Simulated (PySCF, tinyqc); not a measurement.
Inside a calculation. Method: CCSD on RHF in the 3-21g basis, for H3-, spin multiplicity 1. The basis has no diffuse functions, so it cannot describe the extra electron: this is an exercise in the method, not the real anion. The lowest restricted solution is unstable here: a spin-polarised one lies 0.0430 hartree lower (PySCF). One step of it, computed by the program tinyqc.

Problem. Iteration 1: building the Fock matrix. J_ij = sum D_kl (ij|kl), K_ij = sum D_kl (ik|jl); F = H + J - 0.5 K; E = tr D H + tr D J / 2 - 0.25 tr D K + E_nn.

D at the start, lower triangle:
```
           1H 1s     1H 2s      2H 1s     2H 2s     3H 1s     3H 2s
1H 1s   0.277033
1H 2s   0.380653  0.525284
2H 1s  -0.011758  0.001227   0.277033
2H 2s   0.001227  0.026777   0.380653  0.525284
3H 1s  -0.011892  0.000744  -0.011892  0.000744  0.276273
3H 2s   0.002074  0.027724   0.002074  0.027724  0.380959  0.527896
```

core Hamiltonian H = T + V (hartree), lower triangle:
```
           1H 1s      1H 2s      2H 1s      2H 2s      3H 1s      3H 2s
1H 1s  -1.480955
1H 2s  -1.314087  -1.469177
2H 1s  -0.960862  -1.043862  -1.480955
2H 2s  -1.043862  -1.307934  -1.314087  -1.469177
3H 1s  -0.855468  -0.986160  -0.855468  -0.986160  -1.435178
3H 2s  -0.999340  -1.274191  -0.999340  -1.274191  -1.288973  -1.451836
```

Two-electron integrals (ij|kl) in chemists' order, unique and non-zero (hartree):
```
(11|11) 1.140145   (21|11) 0.611403   (21|21) 0.345152   (22|11) 0.626370
(22|21) 0.380329   (22|22) 0.482957   (31|11) 0.346424   (31|21) 0.196845
(31|22) 0.218270   (31|31) 0.144235   (32|11) 0.323698   (32|21) 0.195439
(32|22) 0.241863   (32|31) 0.150844   (32|32) 0.179484   (33|11) 0.651184
(33|21) 0.401591   (33|22) 0.511507   (33|31) 0.346424   (33|32) 0.434507
(33|33) 1.140145   (41|11) 0.434507   (41|21) 0.246201   (41|22) 0.272983
(41|31) 0.150844   (41|32) 0.153015   (41|33) 0.323698   (41|41) 0.179484
(42|11) 0.487277   (42|21) 0.297704   (42|22) 0.383968   (42|31) 0.188916
(42|32) 0.220813   (42|33) 0.487277   (42|41) 0.220813   (42|42) 0.325704
(43|11) 0.401591   (43|21) 0.246852   (43|22) 0.317400   (43|31) 0.196845
(43|32) 0.246201   (43|33) 0.611403   (43|41) 0.195439   (43|42) 0.297704
(43|43) 0.345152   (44|11) 0.511507   (44|21) 0.317400   (44|22) 0.426381
(44|31) 0.218270   (44|32) 0.272983   (44|33) 0.626370   (44|41) 0.241863
(44|42) 0.383968   (44|43) 0.380329   (44|44) 0.482957   (51|11) 0.291681
(51|21) 0.166714   (51|22) 0.186595   (51|31) 0.104959   (51|32) 0.107022
(51|33) 0.224733   (51|41) 0.123042   (51|42) 0.153157   (51|43) 0.136503
(51|44) 0.168933   (51|51) 0.106692   (52|11) 0.295761   (52|21) 0.179753
(52|22) 0.225584   (52|31) 0.115022   (52|32) 0.129693   (52|33) 0.278636
(52|41) 0.134216   (52|42) 0.190606   (52|43) 0.170972   (52|44) 0.219053
(52|51) 0.122423   (52|52) 0.161990   (53|11) 0.224733   (53|21) 0.136503
(53|22) 0.168933   (53|31) 0.104959   (53|32) 0.123042   (53|33) 0.291681
(53|41) 0.107022   (53|42) 0.153157   (53|43) 0.166714   (53|44) 0.186595
(53|51) 0.092213   (53|52) 0.117991   (53|53) 0.106692   (54|11) 0.278636
(54|21) 0.170972   (54|22) 0.219053   (54|31) 0.115022   (54|32) 0.134216
(54|33) 0.295761   (54|41) 0.129693   (54|42) 0.190606   (54|43) 0.179753
(54|44) 0.225584   (54|51) 0.117991   (54|52) 0.160237   (54|53) 0.122423
(54|54) 0.161990   (55|11) 0.613860   (55|21) 0.381982   (55|22) 0.497104
(55|31) 0.248332   (55|32) 0.288503   (55|33) 0.613860   (55|41) 0.288503
(55|42) 0.427404   (55|43) 0.381982   (55|44) 0.497104   (55|51) 0.291681
(55|52) 0.411846   (55|53) 0.291681   (55|54) 0.411846   (55|55) 1.140145
(61|11) 0.411846   (61|21) 0.233494   (61|22) 0.259145   (61|31) 0.137799
(61|32) 0.138611   (61|33) 0.288554   (61|41) 0.168383   (61|42) 0.206215
(61|43) 0.176097   (61|44) 0.222881   (61|51) 0.122423   (61|52) 0.135092
(61|53) 0.102532   (61|54) 0.129110   (61|55) 0.295761   (61|61) 0.161990
(62|11) 0.468554   (62|21) 0.286528   (62|22) 0.370423   (62|31) 0.172302
(62|32) 0.196857   (62|33) 0.423761   (62|41) 0.209053   (62|42) 0.304197
(62|43) 0.261917   (62|44) 0.348147   (62|51) 0.157831   (62|52) 0.202771
(62|53) 0.149691   (62|54) 0.199477   (62|55) 0.468554   (62|61) 0.202771
(62|62) 0.306181   (63|11) 0.288554   (63|21) 0.176097   (63|22) 0.222881
(63|31) 0.137799   (63|32) 0.168383   (63|33) 0.411846   (63|41) 0.138611
(63|42) 0.206215   (63|43) 0.233494   (63|44) 0.259145   (63|51) 0.102532
(63|52) 0.129110   (63|53) 0.122423   (63|54) 0.135092   (63|55) 0.295761
(63|61) 0.127305   (63|62) 0.187806   (63|63) 0.161990   (64|11) 0.423761
(64|21) 0.261917   (64|22) 0.348147   (64|31) 0.172302   (64|32) 0.209053
(64|33) 0.468554   (64|41) 0.196857   (64|42) 0.304197   (64|43) 0.286528
(64|44) 0.370423   (64|51) 0.149691   (64|52) 0.199477   (64|53) 0.157831
(64|54) 0.202771   (64|55) 0.468554   (64|61) 0.187806   (64|62) 0.296420
(64|63) 0.202771   (64|64) 0.306181   (65|11) 0.381982   (65|21) 0.236501
(65|22) 0.309308   (65|31) 0.152165   (65|32) 0.177465   (65|33) 0.381982
(65|41) 0.177465   (65|42) 0.264761   (65|43) 0.236501   (65|44) 0.309308
(65|51) 0.166714   (65|52) 0.233494   (65|53) 0.166714   (65|54) 0.233494
(65|55) 0.611403   (65|61) 0.179753   (65|62) 0.286528   (65|63) 0.179753
(65|64) 0.286528   (65|65) 0.345152   (66|11) 0.497104   (66|21) 0.309308
(66|22) 0.418620   (66|31) 0.191739   (66|32) 0.228635   (66|33) 0.497104
(66|41) 0.228635   (66|42) 0.354040   (66|43) 0.309308   (66|44) 0.418620
(66|51) 0.186595   (66|52) 0.259145   (66|53) 0.186595   (66|54) 0.259145
(66|55) 0.626370   (66|61) 0.225584   (66|62) 0.370423   (66|63) 0.225584
(66|64) 0.370423   (66|65) 0.380329   (66|66) 0.482957
```

nuclear repulsion = 1.94992904 hartree

Give: Coulomb J; exchange K; Fock matrix F; total energy of this density.

Solution.

Coulomb J (hartree), lower triangle:
```
        1H 1s   1H 2s   2H 1s   2H 2s   3H 1s   3H 2s
1H 1s  2.6490
1H 2s  1.5847  1.9688
2H 1s  1.0298  1.1801  2.6490
2H 2s  1.1801  1.6762  1.5847  1.9688
3H 1s  0.8867  1.1145  0.8867  1.1145  2.6157
3H 2s  1.1233  1.6270  1.1233  1.6270  1.5669  1.9544
```

exchange K (hartree), lower triangle:
```
        1H 1s   1H 2s   2H 1s   2H 2s   3H 1s   3H 2s
1H 1s  1.4421
1H 2s  1.3110  1.4386
2H 1s  0.9788  1.1615  1.4421
2H 2s  1.1615  1.3752  1.3110  1.4386
3H 1s  0.8982  1.1078  0.8982  1.1078  1.4004
3H 2s  1.1245  1.3470  1.1245  1.3470  1.2744  1.4093
```

Fock matrix F (hartree), lower triangle:
```
         1H 1s    1H 2s    2H 1s    2H 2s    3H 1s    3H 2s
1H 1s   0.4470
1H 2s  -0.3849  -0.2197
2H 1s  -0.4205  -0.4445   0.4470
2H 2s  -0.4445  -0.3194  -0.3849  -0.2197
3H 1s  -0.4179  -0.4255  -0.4179  -0.4255   0.4803
3H 2s  -0.4383  -0.3206  -0.4383  -0.3206  -0.3593  -0.2021
```

total energy of this density = -1.810712 hartree

This density is the starting one; it is not idempotent, so its energy is not variational and may lie below the converged one.
